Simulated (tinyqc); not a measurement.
Finite-size error of a charged defect in a periodic cell: Madelung and Makov-Payne terms: one step, computed by the program tinyqc.

L is the cube root of the cell volume. The defect charge is a Gaussian, rho(r) = q (2 pi sigma^2)^(-3/2) exp(-r^2/2 sigma^2), repeated periodically in a uniform neutralising background and screened by a continuum. The model cell energy is E(L) = E_0 + [periodic - isolated electrostatic energy].

Task: Madelung energy. Ewald sum for a unit point charge: scale each Cartesian component of the cell by 1/sqrt(eps_i), giving R', G' and V'; E = [ (1/2) sum erfc(eta R')/R' + (2 pi/V') sum exp(-G'^2/4 eta^2)/G'^2 - eta/sqrt(pi) - pi/(2 V' eta^2) ] e^2/(4 pi eps_0) / sqrt(eps_x eps_y eps_z), over n_i = -6..6, omitting n = (0,0,0), eta = 2/V'^(1/3). alpha = -2 E eps_g L/(e^2/(4 pi eps_0)), eps_g = (eps_x eps_y eps_z)^(1/3).

Inputs (values chosen for the exercise, with screening close to that of silicon): charge q = -1 e; cell length L = 18.6 angstrom; dielectric constant eps = 12.

Supercell lattice: sc. Screening: isotropic.

cell vectors (rows) (angstrom):
```
      1     2     3
1  18.6   0.0   0.0
2   0.0  18.6   0.0
3   0.0   0.0  18.6
```

Constants: e^2/(4 pi eps_0) = 14.39964548 eV angstrom.

Give: terms for a unit charge; Madelung constant alpha; point-charge correction -q^2 E.

Result:

terms for a unit charge (eV): real space 0.00092, reciprocal 0.00569, self -0.07280, background -0.02533

Madelung constant alpha = 2.837

point-charge correction -q^2 E = 0.09152 eV
